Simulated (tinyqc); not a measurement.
# Holstein polaron on two sites, step by step

A worked calculation. Computed by tinyqc, a small Python program that keeps every step. Command: `OMP_NUM_THREADS=1 python tinyqc.py 3013268 3013269 out.jsonl holstein walk`. One thread of a shared host (Intel(R) Xeon(R) Processor @ 2.30GHz), about 0.01 s of CPU time with the checks. Intermediate numbers are printed to about 5 digits and carried at full precision; extremes and crossings named in words are read from the listed rows.

One electron on sites 1 and 2: H = -t (c1+ c2 + c2+ c1) + hbar omega sum_i b_i+ b_i - g hbar omega sum_i n_i (b_i + b_i+). The symmetric phonon shifts the energy by -g^2 hbar omega/2 and drops out; with b = (b_1 - b_2)/sqrt(2) there remains H = -t sigma_x + hbar omega b+ b - (g hbar omega/sqrt(2)) sigma_z (b + b+). Parity splits it into blocks p = +1 and -1 over phonon numbers n. Zero-point energies are left out. Weights Z refer to mode b alone; the displaced symmetric mode multiplies the full zero-phonon weight by exp(-g^2/2).

Inputs (values chosen for the exercise, for a model dimer):

| quantity | value | unit |
|---|---|---|
| hopping t | 100 | meV |
| phonon energy hbar omega | 91 | meV |
| coupling g | 2.55 | - |
| phonon levels kept N | 3 | - |

## Energy scales

Polaron binding energy E_p = g^2 hbar omega; ratio E_p/t (the adiabatic potential has two wells when it exceeds 1); adiabaticity hbar omega/t.

E_p = 591.7275 meV

E_p/t = 5.917275

hbar omega/t = 0.91

## The even block in a small basis

Block p: H_nn = n hbar omega - p t (-1)^n - g^2 hbar omega/2, H_(n,n+1) = -(g hbar omega/sqrt(2)) sqrt(n + 1). Take p = +1 and n = 0..N-1.

H, even block (meV):
```
         1        2        3
1  -395.86  -164.08     0.00
2  -164.08  -104.86  -232.05
3     0.00  -232.05  -213.86
```

## Levels in the small basis

Diagonalise H; the eigenvector has its largest component positive; Z is the weight of n = 0.

levels (meV): -513.48  -313.97  112.87

lowest eigenvector: 0.74083  0.53105  0.41129

Z in the small basis = 0.54883

## Converged results

Use 60 levels in both blocks; Z = c_0^2 is the weight of n = 0 in the ground state c; the splitting is the lowest odd level less the lowest even one, which without coupling is the smaller of 2t and hbar omega; <sigma_x> = sum (-1)^n c_n^2 measures the kinetic energy.

ground-state energy = -601.17 meV

weight Z of n = 0 in mode b = 0.065800

mean phonon number in b = 3.1000

splitting = 0.39329 meV

splitting/(2t) = 0.0019665

<sigma_x> = 0.18813

The small basis misses the ground-state energy by 87.7 meV. The splitting has collapsed while <sigma_x> stays much larger: the electron still makes virtual hops, but drags its distortion only slowly.

## Approximations to the ground state

Second order: E = -t - E_p/2 - (E_p/2) hbar omega/(hbar omega + 2t). Lang-Firsov: E = -E_p - t exp(-g^2). Variable displacement: E(x) = -E_p/2 - t exp(-g^2 x^2) - (E_p/2)(2x - x^2), minimised over 0 <= x <= 1. Adiabatic, classical lattice: E = -E_p/2 - t for E_p < t, else -E_p - t^2/(2 E_p); it leaves out the change of zero-point energy.

Ground-state energy (meV):

| method | E | E - exact |
|---|---|---|
| second order in g | -488.38 | 112.79 |
| Lang-Firsov | -591.88 | 9.29 |
| variable displacement | -591.88 | 9.29 |
| adiabatic, classical | -600.18 | 0.99 |

best displacement x = 0.99657

Closest here is adiabatic, classical (+0.99 meV), furthest second order in g (+112.79 meV), at hbar omega/t = 0.91 and E_p/t = 5.92. Lang-Firsov and variable displacement are variational and lie above the exact value.

Checks made by the program: 60 against 80 levels (relative difference below 1e-10); Hellmann-Feynman: dE/dt = -<sigma_x> (relative difference 5e-10).
